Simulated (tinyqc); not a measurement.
Inside a calculation. Model: two-diode model of a solar cell.

Numbers from tinyqc (`OMP_NUM_THREADS=1 python tinyqc.py 2280037 2280038 out.jsonl`; about 0.01 s on one thread of a shared Intel Xeon 2.30GHz). Printed values are rounded.

J is the current delivered and Vj = V + J Rs the junction voltage. J = X JL - J01 (exp(Vj/(n1 Vt)) - 1) - J02 (exp(Vj/(2 Vt)) - 1) - Vj/Rp. The photocurrent does not depend on voltage.

Parameters, values chosen for the exercise; values of the order met in cells of silicon:
- T = 300 K (temperature)
- JL = 40.6 mA/cm^2 (photocurrent at one sun)
- X = 0.1 suns (concentration)
- J01 = 7.6e-13 A/cm^2 (saturation current of the first diode)
- n1 = 1 (ideality factor of the first diode)
- Rs = 2.1 ohm cm^2 (series resistance)
- Rp = 8000 ohm cm^2 (shunt resistance)
- Pin = 100 mW/cm^2 (incident power at one sun)
- J02 = 9e-9 A/cm^2 (saturation current of the second diode (ideality 2))

Constants: q = 1.602176634e-19 C, kB = 1.380649e-23 J/K, Vt = kB T/q. Results are converted to the units shown.

## Starting value

Vj = n1 Vt ln(X JL/J01), the open-circuit voltage of the J01 term alone.

Vj at the start = 0.579056 V

## Iteration 1: new Vj

Open circuit: J(Vj) = 0. G = -dJ/dVj = J01 exp(Vj/(n1 Vt))/(n1 Vt) + J02 exp(Vj/(2 Vt))/(2 Vt) + 1/Rp. Vj(new) = Vj + J/G.

J = -0.730180 mA/cm^2
G = 0.169895 S/cm^2
Vj after iteration 1 = 0.574758 V

## Iteration 2: new Vj

As before.

J = -0.0553322 mA/cm^2
G = 0.144827 S/cm^2
Vj after iteration 2 = 0.574376 V

## Iteration 3: new Vj

As before.

J = -3.90106e-4 mA/cm^2
G = 0.142789 S/cm^2
Vj after iteration 3 = 0.574373 V

## Course of the iteration

Stop when the step is below 1e-10 V, or after 80 iterations.

Course of the iteration:

| iteration | Vj before the step (V) | step (V) |
|---|---|---|
| 1 | 0.579056 | -4.30e-3 |
| 2 | 0.574758 | -3.82e-4 |
| 3 | 0.574376 | -2.73e-6 |
| 4 | 0.574373 | -1.38e-10 |
| 5 | 0.574373 | 0 |

Converged in 5 iterations.

## Figures of merit

Jsc at V = 0, Voc at J = 0, the maximum power point where J (1 + 2 Rs G) = G Vj with G = -dJ/dVj; FF = Vmp Jmp/(Voc Jsc); efficiency Vmp Jmp/(X Pin). Empirical fill factor without parasitics FF0 = (v - ln(v + 0.72))/(v + 1), v = Voc/(n1 Vt).

Jsc = 4.05893 mA/cm^2
Voc = 0.574373 V
Vmp = 0.483951 V
Jmp = 3.73796 mA/cm^2
FF = 0.775944
efficiency = 18.0899 %
FF0 = 0.821999

FF is 5.6 % below FF0. Removing one loss at a time changes the efficiency by: second diode +0.64, series resistance +0.29, shunt +0.29 points.
